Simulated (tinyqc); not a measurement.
From results back to parameters: six-band hole subbands of a thin body in a field. Five cases, with inputs chosen for the exercise.

Problem. Without spin-orbit coupling the masses along a normal n are the inverse eigenvalues of C(n n^T)/c: 1/(g1 - 2 g2) twice and 1/(g1 + 4 g2) on (001); 1/(g1 - 2 g3) twice and 1/(g1 + 4 g3) on (111); on (110) 1/(g1 + g2 - 3 g3), 1/(g1 - 2 g2) and 1/(g1 + g2 + 3 g3). Three masses were computed from hidden g1, g2, g3.

Case 1.

heavy and light mass on (001) (m0): 0.277778  0.177305

heavy mass on (111) = 0.714286 m0

Case 2.

heavy and light mass on (001) (m0): 0.277778  0.177305

heavy mass on (111) = 0.714286 m0

Case 3.

heavy and light mass on (001) (m0): 0.277778  0.177305

heavy mass on (111) = 0.724638 m0

Case 4.

heavy and light mass on (001) (m0): 0.206186  0.032884

heavy mass on (111) = 0.492611 m0

Case 5.

heavy and light mass on (001) (m0): 0.275482  0.176367

heavy mass on (111) = 0.709220 m0

Find: g1, g2, g3; heaviest mass on (110).

Solution. The inverse masses on (001) differ by 6 g2, which gives g2 and g1; g3 = (g1 - 1/m(111))/2.

Case 1.

g1, g2, g3: 4.28  0.34  1.44

heaviest mass on (110) = 3.33 m0

Case 2.

g1, g2, g3: 4.28  0.34  1.44

heaviest mass on (110) = 3.33 m0

Case 3.

g1, g2, g3: 4.28  0.34  1.45

heaviest mass on (110) = 3.70 m0

Case 4.

g1, g2, g3: 13.37  4.26  5.67

heaviest mass on (110) = 1.61 m0

Case 5.

g1, g2, g3: 4.31  0.34  1.45

heaviest mass on (110) = 3.33 m0

Computed by tinyqc, one run a case: `OMP_NUM_THREADS=1 python tinyqc.py N N+1 out.jsonl` with N = 1281864, 1281883, 1281928, 1281937, 1281963; one thread of a shared Intel(R) Xeon(R) Processor @ 2.30GHz, about 0.4 s a run at most.
